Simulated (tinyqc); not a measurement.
What moves the results: parabolic quantum dot in a magnetic field (Fock-Darwin). A value that a table varies takes the place of the one given here.

Two dimensions, V = m w0^2 r^2/2, one valley. hbar wc = 2 muB B/m, W = sqrt(w0^2 + wc^2/4), E(n, l, s) = (2n + |l| + 1) hbar W - l hbar wc/2 + s gs muB B, n = 0, 1, ..., l = 0, +/-1, ..., s = +/-1/2; length lam = sqrt(2c/(m hbar W)), c = hbar^2/2m0.

Two electrons, first order in the Coulomb energy: the singlet (0,0)^2 has 2W + J0 and the lowest triplet (0,0)(0,1) has 3W - wc/2 + J0/2 - Ez, with J0 = sqrt(pi/2) q/(eps lam), q = e^2/(4 pi eps0), Ez = |gs| muB B.

Exact treatment: the centre of mass separates with energy W, and the relative motion obeys [-(2c/m) Laplacian + (2c/m) r^2/(2 lam^2)^2 + q/(eps r)] psi = e_l psi for angular number l, solved in 14 Gaussians r^l exp(-a r^2), a = 1.7^i/(4 lam^2), i = -3 to 10. E(S) = W + e_0, E(T) = W + e_1 - wc/2 - Ez.

Constants: muB = 5.788381798e-05 eV/T; hbar^2/2m0 = 3.80998211 eV angstrom^2; e^2/(4 pi eps0) = 14.39964547 eV angstrom.

Inputs chosen for the exercise (near those of a gate-defined dot in GaAs; not measured data):
- m = 0.0672 m0 (mass)
- gs = -0.46 (g factor)
- w0 = 7.1 meV (confinement energy hbar w0)
- Bs = (0, 1, 2.1, 3.3, 4.9, 7.4, 11) T (fields)
- eps = 12.5 (dielectric constant)
- B = 3.99 T (magnetic field)

## Levels against field

Six orbital levels without the Zeeman term.

Levels (meV):
```
B (T)   (0,0)   (0,1)  (0,-1)   (0,2)   (1,0)   (0,3)
0       7.100  14.200  14.200  21.300  21.300  28.400
1.0     7.152  13.443  15.165  19.733  21.456  26.024
2.1     7.327  12.845  16.462  18.363  21.980  23.881
3.3     7.648  12.453  18.138  17.259  22.944  22.064
4.9     8.260  12.299  20.740  16.338  24.779  20.377
7.4     9.541  12.709  25.457  15.876  28.624  19.043
11     11.840  14.205  33.155  16.570  35.520  18.935
```

How do the results move?

(0,2) crosses (0,-1) where W = 3 wc/2, that is wc = w0/sqrt(2), B = 2.91 T, and (0,3) crosses it at W = wc, B = 4.76 T. States with n = 0 and l >= 0 draw together into the lowest Landau level: their spacing W - wc/2 shrinks from 7.10 to 2.36 meV, while (0,-1) climbs to 21.32 meV above (0,0).

## Singlet against triplet in a field

For each field, first order and exact.

Energies (meV):
```
B (T)      J0  W - wc/2     Ez  E(T) - E(S), first order  exact
0      11.425     7.100  0.000                     1.388   3.78
1.0    11.466     6.291  0.027                     0.531   2.93
2.1    11.606     5.518  0.056                    -0.341   2.07
3.3    11.857     4.805  0.088                    -1.211   1.22
4.9    12.322     4.039  0.130                    -2.253   0.21
7.4    13.244     3.167  0.197                    -3.652  -1.13
11     14.753     2.365  0.293                    -5.304  -2.69
```

What does this show, and why?

Exactly, the triplet drops below the singlet between 4.9 and 7.4 T. First order puts the crossing between 1 and 2.1 T; with J0/W = 1.61 at zero field it misses the splitting there by 2.40 meV. From the first row to the last the orbital cost falls by 4.74 meV, the Coulomb gain J0/2 (half direct, half exchange) grows by 1.66 meV and the Zeeman gain by 0.29 meV. States of higher angular number, which take over at higher fields, in soft dots already within such a table, are left out.

## What each parameter does

The two modes W +/- wc/2, lam and the exact E(T) - E(S), with q = e^2/(4 pi eps0) and Ez = |gs| muB B. Each row changes one parameter from the base and keeps the others.

Results:
```
case           upper mode (meV)  lower mode (meV)  lam (angstrom)  E(T) - E(S) (meV)
base                     11.325             4.451           119.9               0.77
B = 5.99 T               13.936             3.617           113.7              -0.40
w0 = 5.68 meV            10.076             3.202           130.7              -0.06
m = 0.0773 m0            10.691             4.715           113.1               0.95
gs = -0.69               11.325             4.451           119.9               0.71
eps = 10.6               11.325             4.451           119.9               0.43
```

How do the results move?

The largest shifts from the base row, up to three for each result and ties (the steps differ in size, so this ranks the rows, not the parameters). upper mode (meV): B +2.611, w0 -1.249, m -0.634; unchanged at the printed digits by gs and eps. lower mode (meV): w0 -1.249, B -0.834, m +0.264; unchanged at the printed digits by gs and eps. lam (angstrom): w0 +10.8, m -6.8, B -6.2; unchanged at the printed digits by gs and eps. E(T) - E(S) (meV): B -1.17, w0 -0.83, eps -0.33.

tinyqc: `OMP_NUM_THREADS=1 python tinyqc.py 1282553 1282554 out.jsonl`; about 0.08 s, one thread, shared Intel(R) Xeon(R) Processor @ 2.30GHz.
